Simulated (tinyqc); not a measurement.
# Frequency dispersion of an accumulation capacitance by border traps, distributed model: two studies

Traps spread evenly through the insulator exchange electrons with the semiconductor by tunnelling, with tau(x) = t0 exp(2 ka x) at depth x from the interface. The admittance per area Y seen at depth x obeys dY/dx = -Y^2/(i w eps0 eox) + q Nb ln(1 + i w tau)/tau, with Y(0) = i w Cs and w = 2 pi f; the gate sees Y(tox) = G + i w C. Working variable y = Y/(i w), in uF/cm^2. Cox = eps0 eox/tox.

Parameters, values chosen for the exercise; permittivity close to that of silicon dioxide: relative permittivity of the insulator eox = 3.84; insulator thickness tox = 8.8 nm; semiconductor capacitance in accumulation Cs = 0.67 uF/cm^2; density of border traps Nb = 7.1e18 cm^-3 eV^-1; decay constant of the wave function in the insulator ka = 6.1 1/nm; time constant of a trap at the interface t0 = 2e-10 s; frequency f = 1000 Hz.

Constants: q = 1.602176634e-19 C, eps0 = 8.8541878128e-14 F/cm where lengths are in cm. Results are converted to the units shown.

Each table varies one quantity; the others keep the values above.

## Capacitance and loss against frequency

Cox; trap-free value 1/(1/Cox + 1/Cs); response depth d = ln(1/(w t0))/(2 ka), where w tau = 1; lumped estimate: all traps within d act as C_bt = q Nb d placed at d/2, so C = 1/{1/[1/(1/Cs + d/(2 eps0 eox)) + C_bt] + (tox - d/2)/(eps0 eox)}. C and G from a fine integration; dispersion -d C/d log10 f over C, from f times and over 1.1. For a broad spread of time constants G/w is close to -(pi/2) dC/d ln w.

The same in every row: trap-free C (uF/cm^2) = 0.2451.

Capacitance and loss against frequency:
```
f (Hz)  d (nm)  C (uF/cm^2)  G/w (uF/cm^2)  dispersion (% a decade)  -(pi/2) dC/d ln w (uF/cm^2)  lumped C (uF/cm^2)
10       1.491       0.2727       0.002591                    1.392                     0.002591              0.2706
100      1.302       0.2690       0.002506                    1.365                     0.002505              0.2671
1000     1.114       0.2654       0.002423                    1.338                     0.002423              0.2636
10000   0.9250       0.2619       0.002344                    1.312                     0.002343              0.2602
1e5     0.7362       0.2585       0.002267                    1.285                     0.002266              0.2570
1e6     0.5475       0.2553       0.002192                    1.259                     0.002192              0.2538
1e7     0.3587       0.2521       0.002114                    1.233                     0.002120              0.2507
```

C falls from 0.2727 to 0.2521 uF/cm^2, towards the trap-free 0.2451; each decade of frequency removes ln 10/(2 ka) = 0.189 nm from the response depth. The dispersion falls from 1.39 to 1.23 % a decade and G/w falls from 0.00259 to 0.00211 uF/cm^2. G/w lies between 0.997 and 1.00 times -(pi/2) dC/d ln w, the relation for a broad spread of time constants.

## Effect of the insulator thickness

Same model as above.

The same in every row: d (nm) = 1.114.

Effect of the insulator thickness:
columns A: tox (nm); B: C (uF/cm^2); C: G/w (uF/cm^2); D: dispersion (% a decade); E: -(pi/2) dC/d ln w (uF/cm^2); F: lumped C (uF/cm^2); G: trap-free C (uF/cm^2)
```
A         B         C       D         E       F       G
2    0.5655   0.01100   2.850   0.01100  0.5576  0.4806
2.8  0.4991  0.008572   2.516  0.008567  0.4929  0.4318
3.9  0.4297  0.006354   2.166  0.006351  0.4251  0.3788
5.4  0.3613  0.004490   1.821  0.004489  0.3580  0.3246
7.5  0.2954  0.003001   1.489  0.003001  0.2932  0.2704
10   0.2427  0.002026   1.224  0.002026  0.2412  0.2255
14   0.1888  0.001226  0.9519  0.001226  0.1879  0.1782
20   0.1416  6.898e-4  0.7141  6.898e-4  0.1411  0.1356
```

Read the table: what changes, and by how much?

As tox goes from 2 to 20, C falls from 0.566 to 0.142 uF/cm^2, the dispersion falls from 2.85 to 0.714 % a decade and G/w falls from 0.0110 to 6.90e-4 uF/cm^2. The lumped estimate is 1.4 % below C in the first row and 0.36 % below it in the last.

Computed by the program tinyqc: `OMP_NUM_THREADS=1 python tinyqc.py 2202174 2202175 out.jsonl`, one thread of a shared Intel Xeon 2.30GHz, about 0.5 s for the whole run.
